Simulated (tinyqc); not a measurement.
Inside a calculation. Model: binary melting diagram from solution models of liquid and solid. Computed by tinyqc, a small Python program that keeps every step. Command: `OMP_NUM_THREADS=1 python tinyqc.py 3001652 3001653 out.jsonl melt walk`. One thread of a shared host (Intel(R) Xeon(R) Processor @ 2.30GHz), about 0.01 s of CPU time with the checks. Intermediate numbers are printed to about 5 digits and carried at full precision; extremes and crossings named in words are read from the listed rows.

x is the fraction of B. In a phase with interaction L: mu_A = G_A + R T ln(1 - x) + L x^2, mu_B = G_B + R T ln x + L (1 - x)^2. Melting: G(liquid) - G(solid) = H (1 - T/T_m) for each pure component.

Inputs (values chosen for the exercise, for a model alloy):
```
quantity                value    unit
melting point T_A        1895       K
melting point T_B         710       K
heat of melting H_A      49.5  kJ/mol
heat of melting H_B      19.3  kJ/mol
liquid interaction L_L    -14  kJ/mol
overall fraction x0      0.52       -
```

Diagram: eutectic with pure solids.

Constants: R = 8.314462618 J/(mol K).

## The two liquidus branches

Liquid against pure solid A: T = (H_A + L_L x^2)/(H_A/T_A - R ln(1 - x)); against pure solid B: T = (H_B + L_L (1 - x)^2)/(H_B/T_B - R ln x). The higher branch is the stable one; a dash marks a branch without a positive root.

Liquidus temperatures (K):
```
x     branch A  branch B  first solid
0.05    1863.2    127.95            A
0.15    1790.3    213.82            A
0.30    1658.5    334.47            A
0.45    1500.9    445.42            A
0.60    1317.7    542.79            A
0.75    1105.6    622.99            A
0.90     843.0    682.84            A
0.97     657.2    702.99            B
```

## Eutectic point by bisection

Halve the interval 0.001 to 0.999 for the crossing, 44 times.

Bisection, first 12 steps:
```
step        x  branch A (K)  branch B (K)
1     0.50000        1442.7        479.57
2     0.74950        1106.4        622.76
3     0.87425         894.8        674.14
4     0.93663         758.7        694.03
5     0.96781         665.3        702.44
6     0.95222         716.0        698.37
7     0.96002         692.0        700.43
8     0.95612         704.3        699.41
9     0.95807         698.2        699.92
10    0.95709         701.2        699.67
11    0.95758         699.7        699.79
12    0.95734         700.5        699.73
```

eutectic composition x_E = 0.95756

eutectic temperature T_E = 699.79 K

T_E lies 10 K below the lower melting point, and x_E lies on the side of B, the lower-melting component.

## Freezing of the alloy x0

Primary solid forms at the higher branch; just above T_E its mole fraction is (x_E - x0)/x_E for A or (x0 - x_E)/(1 - x_E) for B, and the rest freezes as eutectic, with B making up x_E of it.

liquidus temperature = 1418.6 K

fraction of primary solid = 0.45695

freezing range = 718.86 K

The primary solid is A.

## Effect of the liquid interaction

The crossing is found anew for each L_L.

Eutectic point:
```
L_L (kJ/mol)      x_E  T_E (K)
-23.0         0.90091   679.99
-15.0         0.95224   698.29
-7.7          0.98215   706.02
-3.9          0.99014   707.84
0.0           0.99479   708.87
2.0           0.99626   709.19
4.0           0.99733   709.42
```

T_E rises from 680 to 709 K, 1.1 K per kJ/mol on average: attraction in the liquid stabilises it and deepens the eutectic. As attraction grows x_E moves from 0.997 to 0.901, towards 1/2, where mixing gains most.

Checks made by the program: equal chemical potentials at the eutectic (relative difference below 1e-10).
